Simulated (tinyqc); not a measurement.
Electron counts at which the sphere reaches the zone: Brillouin zone and empty-lattice bands of the diamond structure.

Primitive vectors a1 = a (0,1/2,1/2), a2 = a (1/2,0,1/2), a3 = a (1/2,1/2,0); atoms at 0 and (a1 + a2 + a3)/4. Reciprocal vectors obey a_i.b_j = 2 pi delta_ij; k is given in units of 2 pi/a. Empty-lattice levels are c0 (2 pi/a)^2 |k + G|^2, c0 = hbar^2/2m0. Points: X = (1, 0, 0), L = (0.5, 0.5, 0.5), K = (0.75, 0.75, 0), W = (1, 0.5, 0), U = (1, 0.25, 0.25).

Constants: hbar^2/2m0 = 3.80998211 eV angstrom^2.

Parameters, chosen for this exercise (out of a larger set: lattice near that of Ge; not measured data): a = 5.637 angstrom (lattice constant).

Z = V kF^3/(6 pi^2), V the volume of the primitive cell, with kF = |k| of each point.

Results:

| point | \|k\| (2 pi/a) | Z per atom | EF there (eV) |
|---|---|---|---|
| X | 1.0000 | 1.047 | 4.734 |
| L | 0.8660 | 0.680 | 3.550 |
| K | 1.0607 | 1.250 | 5.325 |
| W | 1.1180 | 1.464 | 5.917 |
| U | 1.0607 | 1.250 | 5.325 |

What can be read from this table?

The sphere first touches the zone at L, for Z = 0.680, and covers it at W, for Z = 1.464, while the zone itself holds 1 electron per atom. These counts do not depend on a.

(tinyqc, `OMP_NUM_THREADS=1 python tinyqc.py 1880810 1880811 out.jsonl`, Intel(R) Xeon(R) Processor @ 2.30GHz, 1 thread, shared host, about 0.01 s.)
